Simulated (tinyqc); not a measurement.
From results back to parameters: Franz-Keldysh effect at a direct gap. Four cases, with inputs chosen for the exercise.

Problem. In modulation spectra the extrema of the oscillations lie at E_n = Eg + th (3 pi (n - 1/2)/4)^(2/3) (the phase constant is taken as pi/2 here), with th = (c (e Fd)^2/mr)^(1/3), mr = me mhh/(me + mhh), c = hbar^2/2m0; 1 kV/cm = 1e-5 V/angstrom. Extrema n = 2 and n = 5 are given; Eg and the field are hidden.

Constants: hbar^2/2m0 = 3.80998211 eV angstrom^2.

Case 1.

Values chosen (out of a larger set: near those of GaAs; not measured data): me = 0.0647 m0 (electron mass); mhh = 0.503 m0 (heavy-hole mass).

E_2 = 1.52720 eV
E_5 = 1.60950 eV

Case 2.

Values chosen (out of a larger set: near those of InP; not measured data): me = 0.0766 m0 (electron mass); mhh = 0.581 m0 (heavy-hole mass).

E_2 = 1.48667 eV
E_5 = 1.62348 eV

Case 3.

Values chosen (out of a larger set: near those of GaAs; not measured data): me = 0.0665 m0 (electron mass); mhh = 0.514 m0 (heavy-hole mass).

E_2 = 1.44529 eV
E_5 = 1.51364 eV

Case 4.

Values chosen (out of a larger set: near those of InGaAs; not measured data): me = 0.0412 m0 (electron mass); mhh = 0.473 m0 (heavy-hole mass).

E_2 = 0.85582 eV
E_5 = 0.96364 eV

Find: th; Eg; Fd.

Solution. E_n is linear in (3 pi (n - 1/2)/4)^(2/3): the slope is th and the intercept Eg; then e Fd = sqrt(th^3 mr/c).

Case 1.

th = 32.84 meV
Eg = 1.451 eV
Fd = 73 kV/cm

Case 2.

th = 54.59 meV
Eg = 1.360 eV
Fd = 1.7e+02 kV/cm

Case 3.

th = 27.28 meV
Eg = 1.382 eV
Fd = 56 kV/cm

Case 4.

th = 43.02 meV
Eg = 0.756 eV
Fd = 89 kV/cm

Computed by tinyqc, one run a case: `OMP_NUM_THREADS=1 python tinyqc.py N N+1 out.jsonl` with N = 1650552, 1650569, 1650582, 1650605; one thread of a shared Intel(R) Xeon(R) Processor @ 2.30GHz, about 0.01 s a run at most.
